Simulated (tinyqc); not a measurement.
Inside a calculation. Method: empirical pseudopotential in a few plane waves. Computed by tinyqc, a small Python program that keeps every step. Settings: plane-wave index or count = 15. Command: `OMP_NUM_THREADS=1 python tinyqc.py 20080 20081 out.jsonl` (the two numbers bound the seeds that draw the settings). One thread of a shared host (Intel(R) Xeon(R) Processor @ 2.60GHz), about 0.2 s of CPU time with the checks.

## Bloch Hamiltonian at k

Parameters chosen for this model: fcc lattice, atoms at +/- a/8 (1,1,1); form factors in rydberg at |G|^2 in units of (2 pi/a)^2:

| parameter | value | unit |
|---|---|---|
| a | 6.400000 | angstrom |
| VS(3) | -0.194000 | Ry |
| VS(8) | -0.009000 | Ry |
| VS(11) | 0.064000 | Ry |
| VA(3) | 0.079000 | Ry |
| VA(4) | 0.028000 | Ry |
| VA(11) | 0.005000 | Ry |
| hbar^2/2m (2 pi/a)^2 | 3.672169 | eV |

k point k (2 pi / a): 0.530000  0.500000  -0.100000

Basis: the 15 shortest G (labels in 2 pi/a), the same at every k. H(G,G') = c |k + G|^2 delta + VS(|G-G'|^2) cos((G-G').tau) + i VA sin((G-G').tau), tau = a/8 (1,1,1); 1 Ry = 13.605693 eV.

H(k) at k (eV), lower triangle (Hermitian):
```
                     +0+0+0               -1-1-1               -1-1+1               -1+1-1
+0+0+0             1.986276
-1-1-1   1.866411-0.760034i             6.172550
-1-1+1  -1.866411-0.760034i   0.000000+0.380959i             4.703682
-1+1-1  -1.866411-0.760034i   0.000000+0.380959i            -0.122451            13.516889
-1+1+1  -1.866411+0.760034i             0.122451   0.000000+0.380959i   0.000000+0.380959i
+1-1-1  -1.866411-0.760034i   0.000000+0.380959i            -0.122451            -0.122451
+1-1+1  -1.866411+0.760034i             0.122451   0.000000+0.380959i             0.000000
+1+1-1  -1.866411+0.760034i             0.122451             0.000000   0.000000+0.380959i
+1+1+1   1.866411+0.760034i             0.000000             0.122451             0.122451
-2+0+0   0.000000-0.380959i  -1.866411+0.760034i  -1.866411-0.760034i  -1.866411-0.760034i
+0-2+0   0.000000-0.380959i  -1.866411+0.760034i  -1.866411-0.760034i   0.615723-0.048103i
+0+0-2   0.000000-0.380959i  -1.866411+0.760034i   0.615723-0.048103i  -1.866411-0.760034i
+0+0+2   0.000000+0.380959i  -0.615723-0.048103i   1.866411+0.760034i  -0.615723+0.048103i
+0+2+0   0.000000+0.380959i  -0.615723-0.048103i  -0.615723+0.048103i   1.866411+0.760034i
+2+0+0   0.000000+0.380959i  -0.615723-0.048103i  -0.615723+0.048103i  -0.615723+0.048103i

                     -1+1+1               +1-1-1               +1-1+1               +1+1-1
-1+1+1            12.048021
+1-1-1             0.000000            13.957549
+1-1+1            -0.122451   0.000000+0.380959i            12.488681
+1+1-1            -0.122451   0.000000+0.380959i            -0.122451            21.301888
+1+1+1   0.000000+0.380959i             0.122451   0.000000+0.380959i   0.000000+0.380959i
-2+0+0   1.866411-0.760034i   0.615723-0.048103i  -0.615723-0.048103i  -0.615723-0.048103i
+0-2+0  -0.615723-0.048103i  -1.866411-0.760034i   1.866411-0.760034i  -0.615723-0.048103i
+0+0-2  -0.615723-0.048103i  -1.866411-0.760034i  -0.615723-0.048103i   1.866411-0.760034i
+0+0+2  -1.866411+0.760034i  -0.615723+0.048103i  -1.866411+0.760034i   0.615723+0.048103i
+0+2+0  -1.866411+0.760034i  -0.615723+0.048103i   0.615723+0.048103i  -1.866411+0.760034i
+2+0+0   0.615723+0.048103i   1.866411+0.760034i  -1.866411+0.760034i  -1.866411+0.760034i

                     +1+1+1     -2+0+0     +0-2+0     +0+0-2
+1+1+1            19.833020
-2+0+0  -0.615723+0.048103i   8.889955
+0-2+0  -0.615723+0.048103i  -0.122451   9.330615
+0+0-2  -0.615723+0.048103i  -0.122451  -0.122451  18.143822
+0+0+2  -1.866411-0.760034i   0.122451   0.122451   0.000000
+0+2+0  -1.866411-0.760034i   0.122451   0.000000   0.122451
+2+0+0  -1.866411-0.760034i   0.000000   0.122451   0.122451

           +0+0+2     +0+2+0     +2+0+0
+0+0+2  15.206086
+0+2+0  -0.122451  24.019293
+2+0+0  -0.122451  -0.122451  24.459953
```

## Levels at k

Diagonalise the Hermitian matrix.

eigenvalues (eV): -1.905435  3.351164  5.565069  6.703411  10.270604  11.528075  13.039229  13.141649  14.624327  16.627214  18.711728  19.194792  22.692600  25.468160  27.045694

## Bands along a path

The same steps at evenly spaced points between the labelled ones.

Bands along the path (eV), lowest eight:

| k | band 1 | band 2 | band 3 | band 4 | band 5 | band 6 | band 7 | band 8 |
|---|---|---|---|---|---|---|---|---|
| L | -1.723623 | 2.794157 | 6.935529 | 6.935529 | 8.669877 | 12.216277 | 12.216277 | 13.995038 |
| L-G 0.25 | -2.145188 | 3.382251 | 6.891112 | 6.891112 | 8.768410 | 12.110358 | 12.110358 | 13.871152 |
| L-G 0.50 | -2.617217 | 4.551584 | 7.010934 | 7.010934 | 9.107575 | 11.987484 | 11.987484 | 12.132849 |
| L-G 0.75 | -2.951558 | 6.038109 | 7.201773 | 7.201773 | 9.139638 | 11.021966 | 11.591748 | 11.591748 |
| G | -3.069725 | 7.300971 | 7.300971 | 7.300971 | 8.187116 | 11.353288 | 11.353288 | 11.353288 |
| G-X 0.25 | -2.911902 | 5.939309 | 7.023671 | 7.023671 | 9.622872 | 10.409644 | 11.929219 | 11.929219 |
| G-X 0.50 | -2.462003 | 4.422624 | 6.538405 | 6.538405 | 9.454746 | 10.675308 | 13.183361 | 13.302464 |
| G-X 0.75 | -1.817242 | 3.200697 | 6.227816 | 6.227816 | 8.937098 | 10.077985 | 14.789457 | 15.088645 |
| X | -1.256275 | 2.569352 | 6.244545 | 6.244545 | 8.748687 | 9.819868 | 16.991167 | 17.173111 |

With 4 band(s) filled, the highest filled level on these points lies at G and the lowest empty one at G: a gap of 0.8861 eV, direct. This holds for the small fixed basis; with all plane waves up to |k + G|^2 = 21 (2 pi/a)^2 the gap along the path is 1.49 eV.

## Convergence with the number of plane waves

Levels at G counted from the fourth one.

Levels (eV):

| plane waves | level 1 | level 5 | level 8 |
|---|---|---|---|
| 9 | -13.374034 | 0.302489 | 0.761919 |
| 15 | -10.370696 | 0.886146 | 4.052317 |
| 27 | -9.702507 | 1.400503 | 4.038441 |
| 51 | -9.442132 | 1.437880 | 4.326874 |
| 59 | -9.445006 | 1.477213 | 4.167886 |
| 65 | -9.456177 | 1.475954 | 4.143829 |
| 89 | -9.441634 | 1.478651 | 4.145417 |
